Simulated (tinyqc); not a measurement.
Inside a calculation. Model: free and trapped electrons in a MOS channel with a dense trap tail.

Program tinyqc, `OMP_NUM_THREADS=1 python tinyqc.py 2222129 2222130 out.jsonl`; Intel Xeon 2.30GHz, shared host, one thread, about 0.02 s. Printed values are rounded.

p-type body, charge-sheet picture, full ionisation (an idealisation for deep acceptors), Boltzmann statistics for free electrons. e = Ec - EF at the surface. Acceptor-like traps of density D(E) = D0 + De exp(-E/Ew) at depth E below Ec, from 0 to Eu, hold n_t = integral of D(E)/(1 + exp((e - E)/Vt)). psi = Eg - Vt ln(Nv/Na) - e; N_dep = sqrt(2 eps0 eps_r Na (psi - Vt)/q); n_f = sqrt(N_dep^2 + 2 eps0 eps_r Vt Nc exp(-e/Vt)/q) - N_dep; Vg = Vfb + psi + q (N_dep + n_t + n_f)/Cox, Cox = eps0 eox/tox.

Parameters, values chosen for the exercise; band and dielectric values close to those of gallium nitride:
- T = 475 K (temperature)
- Eg = 3.44 eV (band gap)
- eps_r = 9.41 (relative permittivity)
- Nc = 4.56e18 cm^-3 (conduction-band density of states at T)
- Nv = 9.14e19 cm^-3 (valence-band density of states at T)
- eox = 3.9 (relative permittivity of the insulator)
- tox = 45 nm (insulator thickness)
- Na = 2e17 cm^-3 (acceptor density)
- Vfb = -2.13 V (flat-band voltage without trapped charge)
- D0 = 2.1e10 cm^-2 eV^-1 (constant background density of acceptor-like traps)
- De = 1.4e13 cm^-2 eV^-1 (density of the tail at the conduction edge)
- Ew = 0.1 eV (decay energy of the tail)
- Eu = 0.93 eV (depth below Ec down to which the traps reach)
- mf = 92 cm^2/(V s) (mobility of free electrons)
- e = 0.099 eV (Ec - EF at the surface)

Constants: q = 1.602176634e-19 C, kB = 1.380649e-23 J/K, Vt = kB T/q, eps0 = 8.8541878128e-14 F/cm where lengths are in cm. Results are converted to the units shown.

## Trapped charge

Trapezoid rule on 14 equal steps from 0 to Eu, f = 1/(1 + exp((e - E)/Vt)).

```
point	E (eV)	D(E) f (cm^-2 eV^-1)
0	0	1.14640e12
1	0.0664286	2.24683e12
2	0.132857	2.59444e12
3	0.199286	1.77602e12
4	0.265714	9.86283e11
5	0.332143	5.24654e11
6	0.398571	2.80922e11
7	0.465	1.54842e11
8	0.531429	8.98888e10
9	0.597857	5.64539e10
10	0.664286	3.92461e10
11	0.730714	3.03902e10
12	0.797143	2.58326e10
13	0.863571	2.34871e10
14	0.93	2.22799e10
```

n_t = 6.25334e11 cm^-2

With 1600 steps n_t = 6.306e11 cm^-2; the coarse value is 0.84 % below it.

## Charges and gate voltage

psi, N_dep, n_f and Vg as defined, with the n_t given; free share n_f/(n_f + n_t); apparent mobility mf n_f/(n_f + n_t); gate voltage spent on traps q n_t/Cox.

psi = 3.09030 V
N_dep = 2.51854e12 cm^-2
n_f = 3.40867e10 cm^-2
Vg = 7.59557 V
free share = 5.16919 %
apparent mobility = 4.75566 cm^2/(V s)
gate voltage spent on traps = 1.30564 V
